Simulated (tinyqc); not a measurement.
Gated graphene, quantum capacitance: one step of the calculation.

phi is the Fermi level above the Dirac point, in volts; Vg is counted from the gate voltage of charge neutrality. Ideal linear bands, no charge puddles.

Question. Gate capacitance. Cox = eps0 eox/tox.

Inputs (values chosen for the exercise):

| symbol | value | unit | meaning |
|---|---|---|---|
| eox | 3.9 |  | relative permittivity of the gate insulator (close to silicon dioxide) |
| tox | 1.7 | nm | insulator thickness |

Constants: eps0 = 8.8541878128e-14 F/cm where lengths are in cm. Results are converted to the units shown.

Give: Cox.

Answer.

Cox = 2.031 uF/cm^2

Computed by the program tinyqc: `OMP_NUM_THREADS=1 python tinyqc.py 2200142 2200143 out.jsonl`, one thread of a shared Intel Xeon 2.30GHz, about 0.01 s for the whole run.
